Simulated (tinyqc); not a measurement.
Static constant against the gap: interband optics of a two-band s-p chain from momentum matrix elements.

H(k) = [[Es - 2 ts cos ka, 2i V sin ka], [-2i V sin ka, Ep_ + 2 tp cos ka]] in the basis s, p; the lower band is full, with two electrons a cell. The velocity operator times hbar is W = dH/dk (eV angstrom); intra-atomic dipoles are left out.

With w(k) = |<c|W|v>|^2 and D(k) = Ec - Ev, on the mesh k_j = (j + 1/2)/N (2 pi/a): eps(E) = 1 + (8 pi e2/(a Ar)) mean_j (w/D^2) [1/(D - E - i eta) + 1/(D + E + i eta)], e2 = e^2/(4 pi eps0); light polarised along the chains, no local fields.

Constants: e^2/(4 pi eps0) = 14.39964547 eV angstrom; hbar^2/2m0 = 3.80998211 eV angstrom^2.

Inputs chosen for the exercise: a = 3.66 angstrom (period); Ep_ = -3.8 eV (lower orbital (p)); ts = 0.27 eV (s-s hopping); tp = 0.61 eV (p-p hopping); V = 1.49 eV (s-p hopping); Ar = 8.8 angstrom^2 (cross-section per chain).

Es takes the values listed; mesh of 400 points; the Penn-type estimate is 1 + 8 pi c e2 n_eff/(a Ar Dm^2) with Dm the f-weighted mean of D, f = w/(c D), n_eff = 2 mean(f), c = hbar^2/2m0.

Results:
```
Es (eV)  smallest D (eV)  Dm (eV)  n_eff  eps(0)  estimate
1.51               3.550    5.754  4.400   8.741     6.689
1.81               3.850    6.046  4.260   7.553     5.989
2.31               4.350    6.531  4.040   6.082     5.055
2.81               4.850    7.016  3.837   5.035     4.337
4.81               6.850    8.959  3.170   2.881     2.691
6.81               8.850   10.911  2.681   2.032     1.964
```

Give the missing row, Es (eV) = 3.81.

Computed row:
```
Es (eV)  smallest D (eV)  Dm (eV)  n_eff  eps(0)  estimate
3.81               5.850    7.986  3.477   3.683     3.334
```

eps(0) - 1 falls from 7.741 to 1.032, as Dm^-3.15; a fixed n_eff would give the power -2, and n_eff goes from 4.400 to 2.681. The single-gap estimate is low by 26.5 % of eps(0) - 1 in the first row and 6.6 % in the last, since 1/D^2 favours the smallest separations. n_eff need not equal the 2 electrons of the cell: a two-orbital basis with chosen hoppings does not obey the free-electron sum rule.

Program tinyqc; command `OMP_NUM_THREADS=1 python tinyqc.py 1652530 1652531 out.jsonl`; about 0.01 s on one thread of a shared Intel(R) Xeon(R) Processor @ 2.30GHz.
